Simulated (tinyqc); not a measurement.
# Band offsets of oxides on a semiconductor by the charge-neutrality-level model: oxides compared

Each material has a charge-neutrality level at the depth Phi = chi + Eg - CNL below vacuum. For oxide B on semiconductor A, dEc = (chiA - PhiA) - (chiB - PhiB) + S (PhiA - PhiB), dEv = EgB - EgA - dEc, with the pinning factor S = 1/(1 + 0.1 (eps_inf - 1)^2) of the oxide. S = 1 is the affinity rule, S = 0 aligns the two levels.

The same for each oxide, with both limits.

Parameters, values chosen for the exercise; substrate values close to those of 4H silicon carbide:

| symbol | value | unit | meaning |
|---|---|---|---|
| EgA | 3.29 | eV | gap of the semiconductor |
| chiA | 3.67 | eV | its electron affinity |
| cA | 1.68 | eV | its charge-neutrality level above the valence edge |

Oxides (values chosen for the exercise, close to those of the materials named):
```
	Eg (eV)	chi (eV)	CNL above Ev (eV)	eps_inf
silicon dioxide	8.8	0.88	4.57	2.28
silicon nitride	5.15	2.07	2.54	4.12
aluminium oxide	8.64	0.98	5.46	3.38
hafnium oxide	6.18	2.35	3.62	3.98
zirconium oxide	5.94	2.51	3.58	4.81
titanium oxide	3.14	3.93	2.25	7.69
tantalum oxide	4.52	3.31	3.37	4.82
```

Offsets:
```
	S	dEc (eV)	dEv (eV)	dEc, S = 1 (eV)	dEc, S = 0 (eV)
silicon dioxide	0.8592	2.766	2.744	2.790	2.620
silicon nitride	0.5067	1.304	0.5560	1.600	1.000
aluminium oxide	0.6384	2.285	3.065	2.690	1.570
hafnium oxide	0.5296	1.146	1.744	1.320	0.9500
zirconium oxide	0.4079	0.9172	1.733	1.160	0.7500
titanium oxide	0.1826	-0.6360	0.4860	-0.2600	-0.7200
tantalum oxide	0.4066	-0.1266	1.357	0.3600	-0.4600
```

Both offsets exceed 1 eV for: silicon dioxide, aluminium oxide, hafnium oxide. dEc falls short for: zirconium oxide, titanium oxide, tantalum oxide. dEv falls short for: silicon nitride, titanium oxide. The choice of S matters most for aluminium oxide, where the limits differ by 1.12 eV.

Range of the model: The model ignores the chemistry of the actual interface, which can move offsets by several tenths of an eV.

Computed by the program tinyqc: `OMP_NUM_THREADS=1 python tinyqc.py 2410025 2410026 out.jsonl`, one thread of a shared Intel Xeon 2.30GHz, about 0.01 s for the whole run.
